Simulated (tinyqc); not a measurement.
Trapped share and trap depth from dynamic on-resistance.

Problem. Traps remove the share ft of the electrons in the drain access (length Ld, sheet resistance Rsh before stress), so Ron grows by Rsh Ld ft/(1 - ft). The recovery time goes as T^(-2) exp(q Ea/(kB T)). Find ft and Ea.

Inputs (values chosen for the exercise):
```
symbol,value,unit,meaning
Ld,16,um,drain access length
```

Constants: q = 1.602176634e-19 C, kB = 1.380649e-23 J/K. Results are converted to the units shown.

Ron before and just after an off-state stress (ohm mm): [6.3930697, 7.9636961]
Rsh = 310.85314 ohm
recovery times at 300 and 370 K (s): [74, 0.17371093]

Answer. The rise of Ron over Rsh Ld is ft/(1 - ft); ln(t T^2) is linear in 1/T.

ft = 0.2400
Ea = 0.7700 eV

Program tinyqc, `OMP_NUM_THREADS=1 python tinyqc.py 2570124 2570125 out.jsonl`; Intel Xeon 2.30GHz, shared host, one thread, about 0.03 s.
